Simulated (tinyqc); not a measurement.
Ballistic transport through the one-dimensional subbands of a rectangular nanowire or nanosheet channel: one step, computed by the program tinyqc. Command: `OMP_NUM_THREADS=1 python tinyqc.py 3016248 3016249 out.jsonl wire walk`. One thread of a shared host (Intel(R) Xeon(R) Processor @ 2.30GHz), about 0.02 s of CPU time with the checks.

Hard walls, parabolic subbands, transport along x. Energies are counted from the bulk conduction band edge at the top of the barrier, which the gate pulls down by U; the source Fermi level lies at the bulk edge when U = 0.

Task: Conductance, capacitance and scattering. Linear conductance G = (2 e^2/h) sum_i g f(eta_i), g = 2, f = 1/(1 + exp(-eta_i)), with the barrier frozen at the eta_i above; current per perimeter I/(2(a + b)); with scattering, transmission lambda/(lambda + L) and low-bias resistance (1 + L/lambda)/G.

Inputs (values chosen for the exercise, modelled on silicon):
```
quantity                                   value  unit
height a                                     4.2    nm
width b                                      8.1    nm
temperature T                                300     K
mean free path for back-scattering lambda     10    nm
channel length L                             200    nm
```

Valleys: silicon [100] wire.

Occupation:
```
subband      eta_i  n_i (1/nm)  I_i (microampere)
1         5.718356   0.5385231           22.92106
2         3.206363   0.3902532           13.00397
3         3.005939   0.3759043           12.23552
4         2.477099   0.3357456           10.24650
5         2.282628   0.7013576            9.53352
6         2.217887   0.3148239            9.29889
7         1.261658   0.2316981            6.05319
8        -0.439958   0.0912068            1.99170
9        -0.494529   0.0877034            1.90748
10       -1.217840   0.1091314            1.03830
```

ballistic current I = 88.23012 microampere

Constants: e = 1.602176634e-19 C; h = 6.62607015e-34 J s.

Give: open modes sum g f; ballistic conductance; current per perimeter; transmission; low-bias resistance with scattering.

Result:

open modes sum g f = 14.84

ballistic conductance = 1150 microsiemens

current per perimeter = 3587 microampere/micrometre

transmission = 0.04762

low-bias resistance with scattering = 18.26 kiloohm

Even without scattering the wire has h/(2 e^2 M) = 0.87 kiloohm, which sits in the contacts. Caution: the tenth subband is still occupied, so the truncation to ten understates charge and current.
